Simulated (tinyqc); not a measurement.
On-chip power grid, static voltage drop by conjugate gradients: two steps of the calculation.

A grid of 4 rows and 3 columns, node k = 3 row + column. Neighbours in a row are joined by Rx, in a column by Ry; pad nodes, which reach the supply through Rp: 0. Each node draws I0, node 11 draws kh I0. The drops u = Vdd - V solve G u = i, with G the conductance matrix (1/Rp added on the diagonal at pad nodes).

Values chosen for this exercise:
- Rx = 1.4 ohm (resistance of a horizontal segment)
- Ry = 0.19 ohm (resistance of a vertical segment)
- Rp = 0.037 ohm (resistance from a pad node to the supply)
- I0 = 2.8 mA (load current of an ordinary node)
- kh = 8 (factor on the load at the hot node)

Question 1. Diagonal of G, loads and first direction. G_kk = sum of the conductances at node k. Start u = 0, so the residual is r = i; p = r.

Find: G_kk; r at the start; p at the start.

Answer 1.

G_kk (S):
```
,col 0,col 1,col 2
row 0,33.00,6.692,5.977
row 1,11.24,11.95,11.24
row 2,11.24,11.95,11.24
row 3,5.977,6.692,5.977
```

r at the start (mA):
```
,col 0,col 1,col 2
row 0,2.800,2.800,2.800
row 1,2.800,2.800,2.800
row 2,2.800,2.800,2.800
row 3,2.800,2.800,22.40
```

p at the start (mA):
```
,col 0,col 1,col 2
row 0,2.800,2.800,2.800
row 1,2.800,2.800,2.800
row 2,2.800,2.800,2.800
row 3,2.800,2.800,22.40
```

Question 2. Conjugate-gradient step. q = G p; a = (r.r)/(p.q); u(new) = u + a p; r(new) = r - a q; b = (r.r)(new)/(r.r); p(new) = r(new) + b p.

u after iteration 1 (mV):
```
,col 0,col 1,col 2
row 0,0.6564105,0.6564105,0.6564105
row 1,0.6564105,0.6564105,0.6564105
row 2,0.6564105,0.6564105,0.6564105
row 3,0.6564105,0.6564105,5.2512839
```

r after iteration 1 (mA):
```
,col 0,col 1,col 2
row 0,-14.940824,2.800000,2.800000
row 1,2.800000,2.800000,2.800000
row 2,2.800000,2.800000,26.983544
row 3,2.800000,6.082052,-5.065597
```

p after iteration 1 (mA):
```
,col 0,col 1,col 2
row 0,-9.813626,7.927198,7.927198
row 1,7.927198,7.927198,7.927198
row 2,7.927198,7.927198,32.110742
row 3,7.927198,11.209250,35.951985
```

Wanted: q; a; u after iteration 2; r after iteration 2; b; p after iteration 2.

Answer 2.

q (mA S):
```
,col 0,col 1,col 2
row 0,-371.3,12.7,0.0
row 1,93.4,0.0,-127.3
row 2,0.0,-34.5,124.3
row 3,-2.3,1.9,37.9
```

a = 0.1258 ohm

u after iteration 2 (mV):
```
,col 0,col 1,col 2
row 0,-0.578,1.654,1.654
row 1,1.654,1.654,1.654
row 2,1.654,1.654,4.696
row 3,1.654,2.066,9.774
```

r after iteration 2 (mA):
```
,col 0,col 1,col 2
row 0,31.76,1.21,2.80
row 1,-8.95,2.80,18.81
row 2,2.80,7.15,11.34
row 3,3.09,5.84,-9.83
```

b = 1.660

p after iteration 2 (mA):
```
,col 0,col 1,col 2
row 0,15.47,14.37,15.96
row 1,4.22,15.96,31.97
row 2,15.96,20.31,64.66
row 3,16.26,24.45,49.86
```

Program tinyqc, `OMP_NUM_THREADS=1 python tinyqc.py 2770178 2770179 out.jsonl`; Intel Xeon 2.30GHz, shared host, one thread, about 0.1 s.
